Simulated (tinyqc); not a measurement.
Decay of LO phonons and the hot-phonon bottleneck in the cooling of electrons: one step, computed by the program tinyqc.

n(E, T) = 1/(exp(E/(k_B T)) - 1) is the Bose occupation. Electrons have a temperature T_e; the LO modes within their reach share one occupation N; the decay products stay at the lattice temperature.

Question. Electron and phonon temperatures in closed form. Net emission per electron: [(N + 1) x - N]/tau_sp with x = exp(-hbar omega/(k_B T_e)), a simple two-level balance; steady state of the modes: n [(N + 1) x - N]/tau_sp = N_m (N - N_0)/tau; power per electron P = hbar omega [(N + 1) x - N]/tau_sp. With p = P tau_sp/(hbar omega): N = N_0 + r p and x = (p + N)/(N + 1); without hot phonons N = N_0. The mode temperature T_LO solves n(hbar omega, T_LO) = N.

Inputs (values chosen for the exercise, modelled on zinc oxide): LO energy hbar omega = 69.9 meV; lattice temperature T = 150 K; power supplied per electron P = 0.68 nW.

Decay channel: two unequal phonons (Ridley).

emission time tau_sp = 4.299546 fs

equilibrium LO occupation N_0 = 0.004502090

bottleneck ratio r = 29.98069

Constants: e = 1.602176634e-19 C; k_B = 8.617333262e-05 eV/K.

Give: reduced power p; LO occupation N; electron temperature T_e; T_e without hot phonons; mode temperature T_LO.

Answer.

reduced power p = 2.6106e-04

LO occupation N = 0.012329

electron temperature T_e = 184.90 K

T_e without hot phonons = 151.58 K

mode temperature T_LO = 184.02 K

Caution: alpha is above 1/2, so hbar/tau_sp exceeds hbar omega and the emission time, a weak-coupling result, is only rough.
